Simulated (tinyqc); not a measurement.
# Ellipsometry and reflectance of a transparent film on an absorbing substrate: effects of single changes

Air (index 1), film, substrate with N2 = n2 - i k2; time factor exp(+i w t). q_j = sqrt(N_j^2 - sin^2 th), root with positive real part. Fresnel coefficients r_s = (q_a - q_b)/(q_a + q_b), r_p = (N_b^2 q_a - N_a^2 q_b)/(N_b^2 q_a + N_a^2 q_b). tan(Psi) exp(i Delta) = R_p/R_s, Delta taken from 0 to 360 degrees.

Parameters, values chosen for the exercise; indices close to those of a porous low-k film on silicon: wavelength lam = 405 nm; angle of incidence th = 75 degrees; index of the transparent film n1 = 1.29; film thickness d = 1.8 nm; index of the substrate n2 = 5.42; extinction coefficient of the substrate k2 = 0.329.

Each table varies one quantity; the others keep the values above.

## Psi and Delta against the film thickness

beta = 2 pi d q1/lam, X = exp(-2 i beta), R = (r01 + r12 X)/(1 + r01 r12 X) for p and s. The last column is the derivative of Delta.

Psi and Delta against the film thickness:

| d (nm) | Psi (degrees) | Delta (degrees) | \|R_p\|^2 | \|R_s\|^2 | dDelta/dd (degrees/nm) |
|---|---|---|---|---|---|
| 0 | 11.14 | 171.2 | 0.03193 | 0.8241 | -4.652 |
| 27 | 22.53 | 98.75 | 0.1382 | 0.8036 | -1.259 |
| 53 | 32.86 | 79.29 | 0.3053 | 0.7315 | -0.3464 |
| 80 | 41.84 | 80.94 | 0.4296 | 0.5361 | 0.5536 |
| 107 | 59.79 | 125.4 | 0.4844 | 0.1642 | 3.617 |
| 133 | 55.41 | 247.6 | 0.4769 | 0.2268 | 2.587 |
| 160 | 39.79 | 279.5 | 0.4053 | 0.5843 | 0.3345 |
| 187 | 30.68 | 276.5 | 0.2642 | 0.7503 | -0.5131 |
| 213 | 19.21 | 250.4 | 0.09840 | 0.8102 | -1.712 |
| 240 | 11.67 | 157.0 | 0.03515 | 0.8237 | -4.263 |

Psi goes from 11.1 through a maximum of 59.8 (at d = 107 nm among the rows listed) to 11.7 degrees. The period is 236.8 nm, after which Psi and Delta return to the values of the bare substrate, so one angle and wavelength fix d only up to a multiple of it. The size of the slope of Delta runs from 0.335 to 4.65 degrees/nm among the rows; Delta is counted modulo 360 degrees, and sharper features can lie between the rows.

## Effect of the angle of incidence

Same model as above.

dDelta/dd is the derivative of Delta; period lam/(2 q1).

Effect of the angle of incidence:

| th (degrees) | Psi (degrees) | Delta (degrees) | \|R_p\|^2 | \|R_s\|^2 | dDelta/dd (degrees/nm) | period (nm) |
|---|---|---|---|---|---|---|
| 50 | 35.39 | 177.6 | 0.3122 | 0.6187 | -0.6637 | 195.1 |
| 55 | 32.74 | 176.8 | 0.2693 | 0.6514 | -0.8692 | 203.2 |
| 60 | 29.42 | 175.8 | 0.2188 | 0.6881 | -1.154 | 211.8 |
| 65 | 25.13 | 174.2 | 0.1604 | 0.7290 | -1.587 | 220.6 |
| 70 | 19.38 | 171.2 | 0.09585 | 0.7742 | -2.374 | 229.1 |
| 75 | 11.38 | 163.0 | 0.03339 | 0.8239 | -4.467 | 236.8 |
| 80 | 3.786 | 67.71 | 0.003846 | 0.8781 | 3.868 | 243.0 |
| 85 | 20.25 | 8.285 | 0.1275 | 0.9368 | 2.142 | 247.1 |

What does the table show?

Psi goes from 35.4 through a minimum of 3.79 (at th = 80 among the rows listed) to 20.3 degrees and |R_p|^2 goes from 0.312 through a minimum of 0.00385 (at th = 80 among the rows listed) to 0.128. The slope of Delta is largest in size, 4.47 degrees/nm, at th = 75 among the rows. The bare substrate has its smallest |R_p| near arctan(n2) = 79.5 degrees.

Numbers from tinyqc (`OMP_NUM_THREADS=1 python tinyqc.py 2870135 2870136 out.jsonl`; about 0.01 s on one thread of a shared Intel Xeon 2.30GHz).
